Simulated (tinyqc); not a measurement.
Octagonal on-chip spiral inductor, lumped pi model: one step of the calculation.

Outer diameter do = di + 2 n wd + 2 (n - 1) sp, mean da = (do + di)/2, fill p = (do - di)/(do + di), length l = 3.314 n da. L = 2.25 mu0 n^2 da/(1 + 3.55 p), mu0 = 4 pi 1e-7 H/m. Rs = rho l/(wd delta (1 - exp(-th/delta))), delta = sqrt(rho/(pi f mu0)). Cs = n wd^2 eps0 eo/hu across the coil. At each end Cox = l wd eps0 eo/(2 ho) leads to the substrate branch Rsi = 2 rs he/(l wd) in parallel with Csi = l wd eps0 11.7/(2 he). With one end grounded Y = 1/(Rs + i w L) + i w Cs + 1/[1/(i w Cox) + 1/(1/Rsi + i w Csi)], w = 2 pi f; Q = -Im Y/Re Y. Eddy currents in neighbouring turns and in the substrate are left out.

Question. Geometry and model elements. do, l, L, delta, Rs, Cs, Cox, Rsi and Csi as defined.

Values chosen for this exercise; values of the order met in silicon radio-frequency processes:

| symbol | value | unit | meaning |
|---|---|---|---|
| n | 1.5 |  | number of turns |
| wd | 20 | um | line width |
| sp | 1.5 | um | space between turns |
| di | 80 | um | inner diameter |
| th | 3.4 | um | metal thickness |
| rho | 3 | uohm cm | metal resistivity |
| ho | 8 | um | oxide below the coil |
| hu | 0.7 | um | oxide between coil and underpass |
| eo | 3 |  | relative permittivity of the oxide |
| rs | 1000 | ohm cm | substrate resistivity |
| he | 50 | um | effective spreading depth in the substrate |
| f | 4.6 | GHz | frequency |

Constants: eps0 = 8.8541878128e-12 F/m. Results are converted to the units shown.

Find: do; l; L; delta; Rs; Cs; Cox; Rsi; Csi.

Answer.

do = 141.5 um
l = 550.5 um
L = 0.3548 nH
delta = 1.285 um
Rs = 0.6916 ohm
Cs = 22.77 fF
Cox = 18.28 fF
Rsi = 9.082e4 ohm
Csi = 11.41 fF

tinyqc, about 0.01 s, one thread, Intel Xeon 2.30GHz (shared host): `OMP_NUM_THREADS=1 python tinyqc.py 2302043 2302044 out.jsonl`
